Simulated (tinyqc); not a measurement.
## Gap and screening length from two transmissions

Inverse problem. At the source junction of a tunnel FET, T(w) = exp(-S), S = 2 pi lam sqrt(m/(C Eg)) [w + Eg/2 - sqrt(w (w + Eg))], C = hbar^2/(2 m0). Find Eg (between 0.1 and 3 eV) and lam.

Inputs (values chosen for the exercise):
- m = 0.086 m0 (band-edge mass of the two-band model)

Constants: q = 1.602176634e-19 C, hbar = 1.054571817e-34 J s, m0 = 9.1093837015e-31 kg, hbar^2/(2 m0) = 0.0380998212 eV nm^2. Results are converted to the units shown.

T(w) at w = 0.11 and 0.45 eV: 9.6270389e-6  0.0011549363

Answer. The ratio of the two exponents depends on Eg alone and falls steadily with it, which fixes Eg; either exponent then gives lam.

ratio of the two S = 1.708
Eg = 1.350 eV
lam = 3.700 nm

Computed by the program tinyqc: `OMP_NUM_THREADS=1 python tinyqc.py 2620063 2620064 out.jsonl`, one thread of a shared Intel Xeon 2.30GHz, about 0.01 s for the whole run.
